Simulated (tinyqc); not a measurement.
RKS/B3LYP (VWN-RPA form) in the sto-3g basis, for H2, spin multiplicity 1, step by step. One step of it, computed by the program tinyqc.

Task: Iteration 2: building the Kohn-Sham matrix. J_ij = sum D_kl (ij|kl), K_ij = sum D_kl (ik|jl); F = H + J - 0.1 K + V_xc; E = tr D H + tr D J / 2 - 0.05 tr D K + E_xc + E_nn.

D after iteration 1:
```
          1H 1s     2H 1s
1H 1s  0.721225  0.721225
2H 1s  0.721225  0.721225
```

core Hamiltonian H = T + V (hartree):
```
           1H 1s      2H 1s
1H 1s  -0.901076  -0.512026
2H 1s  -0.512026  -0.901076
```

Two-electron integrals (ij|kl) in chemists' order, unique and non-zero (hartree):
```
(11|11) 0.774606   (21|11) 0.226397   (21|21) 0.090987   (22|11) 0.417599
(22|21) 0.226397   (22|22) 0.774606
```

nuclear repulsion = 0.44061383 hartree

V_xc (hartree):
```
           1H 1s      2H 1s
1H 1s  -0.355632  -0.126187
2H 1s  -0.126187  -0.355632
```

E_xc = sum of w rho eps_xc = -0.54532481 hartree

Give: Coulomb J; exchange K; Kohn-Sham matrix F; total energy of this density.

Result:

Coulomb J (hartree):
```
        1H 1s   2H 1s
1H 1s  1.1864  0.4578
2H 1s  0.4578  1.1864
```

exchange K (hartree):
```
        1H 1s   2H 1s
1H 1s  0.9509  0.6934
2H 1s  0.6934  0.9509
```

Kohn-Sham matrix F (hartree):
```
         1H 1s    2H 1s
1H 1s  -0.1654  -0.2497
2H 1s  -0.2497  -0.1654
```

total energy of this density = -1.075770 hartree
